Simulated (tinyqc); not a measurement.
Changing the pipe length l: gas flow in a process chamber: flow regimes, conductance, effective pumping speed, pump-down, outgassing and purge. Computed by tinyqc, a small Python program. Command: `OMP_NUM_THREADS=1 python tinyqc.py 3120521 3120522 out.jsonl pump sweep`. One thread of a shared host (Intel(R) Xeon(R) Processor @ 2.30GHz), about 0.01 s of CPU time with the checks.

Ideal gas, isothermal flow, a pump of constant speed at the end of a round pipe; process gas, volume gas and outgassing are given the same properties. 1 sccm = 101325 Pa x 1e-6 m^3/60 s x T/273.15 K.

Inputs (values chosen for the exercise, modelled on hydrogen near room temperature):
```
quantity            value           unit
molar mass M        2.016          g/mol
molecular diameter   0.27             nm
viscosity eta         8.9  micropascal s
temperature T         293              K
chamber volume V      210              L
pipe diameter d        10             cm
pump speed S          700            L/s
process gas flow     1900           sccm
```

Constants: k_B = 1.380649e-23 J/K; u = 1.6605390666e-27 kg.

Method:
- Mean speed c = sqrt(8 k_B T/(pi m)); aperture conductance C_a = c pi d^2/16; molecular pipe C_m = C_a/(1 + 3 l/(4 d)) (Dushman form); viscous pipe C_v = pi d^4 p_mean/(128 eta l); Knudsen interpolation C = C_v + C_m (1 + x)/(1 + 1.24 x), x = d p_mean sqrt(m/(k_B T))/eta.
- Effective speed 1/S_eff = 1/S + 1/C_m; time constant V/S_eff; pressure at which the free path k_B T/(sqrt2 pi d_m^2 p) equals d.
- Steady flow: the pump inlet is at p_2 = Q/S, and the chamber pressure p_1 solves Q = C((p_1 + p_2)/2) (p_1 - p_2). Residence time = p_1 V/Q.
- Knudsen number = free path at the mean pressure over d.

One run for each value:
```
pipe length l (cm)  C_m (L/s)  S_eff in molecular flow (L/s)  chamber pressure p_1 (Pa)
2                      2995.1                         567.39                      4.966
4.3                    2604.4                         551.71                      5.018
9.5                    2011.3                         519.27                      5.129
21                     1337.6                         459.52                      5.357
45                      787.3                         370.54                      5.795
97                      416.2                         261.02                      6.654
210                     205.6                         158.94                      8.255
460                      97.0                          85.21                     11.084
1000                     45.3                          42.56                     15.661
```

Describe the trends.

Over the rows, C_m (L/s) falls from 3000 to 45.3 (exponent d ln y / d ln x -0.18 between the first rows and -0.98 between the last); S_eff in molecular flow (L/s) falls from 567 to 42.6 (exponent d ln y / d ln x -0.037 between the first rows and -0.89 between the last); chamber pressure p_1 (Pa) rises from 4.97 to 15.7 (exponent d ln y / d ln x 0.014 between the first rows and 0.45 between the last).
